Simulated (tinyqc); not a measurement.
What each parameter does: two-band k.p model of the Delta valleys near the X point under shear strain.

Valley pair on the [001] axis, kz counted from the X point, c = hbar^2/2m0, k0 = kx0 2 pi/a. H = (c kz^2/ml + c (kx^2 + ky^2)/mt + c k0^2/ml) 1 + (2 c k0 kz/ml) sigma_z + (D exy - 2 c kx ky/Mp) sigma_x, so E = c kz^2/ml + c (kx^2 + ky^2)/mt + c k0^2/ml -/+ sqrt((2 c k0 kz/ml)^2 + (D exy - 2 c kx ky/Mp)^2). Without strain the lower band has its minima, E = 0, at kz = +/- k0. Shifts from diagonal strain are left out.

For |eta| < 1: k_min = k0 sqrt(1 - eta^2), E_min = -Delta eta^2/2, ml(eta) = ml/(1 - eta^2), 1/m[110] = 1/mt + eta/Mp, 1/m[1-10] = 1/mt - eta/Mp. For |eta| > 1 the minimum sits at X: E_min = -Delta (2 |eta| - 1)/2, ml(eta) = ml/(1 - 1/|eta|), and eta is replaced by its sign in the transverse masses. Here Delta = 2 c k0^2/ml and eta = D exy/Delta.

Constants: hbar^2/2m0 = 3.80998211 eV angstrom^2.

Inputs chosen for the exercise (near those of Si; not measured data): a = 5.44 angstrom (lattice constant); ml = 0.894 m0 (longitudinal mass); mt = 0.194 m0 (transverse mass); kx0 = 0.148 2 pi/a (distance of the minimum from X); D = 15.2 eV (shear deformation potential); Mp = 0.237 m0 (coupling mass); exy = 0.0037 (shear strain).

Delta = 2 c k0^2/ml, eta = D exy/Delta.

One parameter was then changed.

Results before and after:

| case | eta | E_min (meV) | ml(eta) (m0) | m[110] (m0) | m[1-10] (m0) |
|---|---|---|---|---|---|
| base | 0.2258 | -6.35 | 0.9420 | 0.1637 | 0.2380 |
| changed | 0.2258 | -6.35 | 0.9420 | 0.1733 | 0.2588 |

Which of these changes was made? (a) D = 16.264 eV; (b) ml = 0.83142 m0; (c) Mp = 0.22041 m0; (d) kx0 = 0.15836 2 pi/a; (e) exy = 0.00396; (f) mt = 0.20758 m0.

Answer: (f) mt = 0.20758 m0. Of the candidates, run in turn, only this one gives the changed row.

All candidates:

| case | eta | E_min (meV) | ml(eta) (m0) | m[110] (m0) | m[1-10] (m0) |
|---|---|---|---|---|---|
| base | 0.2258 | -6.35 | 0.9420 | 0.1637 | 0.2380 |
| ml = 0.83142 m0 | 0.2100 | -5.91 | 0.8698 | 0.1655 | 0.2343 |
| mt = 0.20758 m0 | 0.2258 | -6.35 | 0.9420 | 0.1733 | 0.2588 |
| kx0 = 0.15836 2 pi/a | 0.1972 | -5.55 | 0.9302 | 0.1670 | 0.2314 |
| D = 16.264 eV | 0.2416 | -7.27 | 0.9494 | 0.1620 | 0.2418 |
| Mp = 0.22041 m0 | 0.2258 | -6.35 | 0.9420 | 0.1618 | 0.2421 |
| exy = 0.00396 | 0.2417 | -7.27 | 0.9495 | 0.1620 | 0.2418 |

tinyqc: `OMP_NUM_THREADS=1 python tinyqc.py 1051032 1051033 out.jsonl`; about 0.01 s, one thread, shared Intel(R) Xeon(R) Processor @ 2.30GHz.
